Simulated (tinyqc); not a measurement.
A longer run and its error bar: q-state Potts model on a small periodic square lattice: enumeration, Metropolis, heat-bath and Wolff steps. Computed by tinyqc, a small Python program. Command: `OMP_NUM_THREADS=1 python tinyqc.py 3112328 3112329 out.jsonl potts walk`. One thread of a shared host (Intel(R) Xeon(R) Processor @ 2.30GHz), about 0.1 s of CPU time with the checks.

E = -J x (number of nearest-neighbour bonds with equal states); n x n sites with periodic edges have 2 n^2 bonds. Order parameter m = (q f - 1)/(q - 1), f being the largest share of one state. Sites are numbered row by row from 0. Here q = 4 and n = 3.

Inputs (values chosen for the exercise, for a model of domains or grain orientations):

| quantity | value | unit |
|---|---|---|
| number of states q | 4 | - |
| edge n | 3 | - |
| coupling J | 42 | meV |
| temperature T | 388 | K |
| seed | 221682 | - |

Update: heat bath.

Constants: k_B = 8.617333262e-05 eV/K.

Method:
- K = J/(k_B T); the infinite square lattice orders at K_c = ln(1 + sqrt(q)); Wolff bond probability p = 1 - exp(-K).
- All q^(n^2) states are counted by their number b of equal bonds; weights g(b) exp(K b), K = J/(k_B T). Per site: u = -J <b>/n^2, c/k_B = K^2 (<b^2> - <b>^2)/n^2.
- ln Z = ln sum g(b) exp(K b); entropy per site s/k_B = (ln Z - K <b>)/n^2.
- After 400 updates are discarded, b is recorded for 4000 sweeps of n^2 steps of the update named (random numbers not printed, so these rows are one sample). Records are averaged in blocks; the error is the scatter of block means over sqrt(number of blocks), and the last column its square over that for single records.

start states:
```
   1  2  3
1  2  2  0
2  2  0  0
3  0  1  1
```

K = 1.25616

<b> = 16.8261

Blocking:

| block length | mean b | error | variance ratio |
|---|---|---|---|
| 1 | 16.844 | 0.038276 | 1.0000 |
| 4 | 16.844 | 0.058899 | 2.3680 |
| 16 | 16.844 | 0.072921 | 3.6296 |
| 40 | 16.844 | 0.086509 | 5.1083 |
| 100 | 16.844 | 0.091134 | 5.6691 |

What follows from these numbers?

The run gives 16.844 +/- 0.087 (blocks of 40) against the exact 16.826, a difference of 0.2 error bars. Single records understate the error by a factor of about 2.3, because successive records are correlated.

Extremes, crossings and ranges named in words are read from the listed rows.
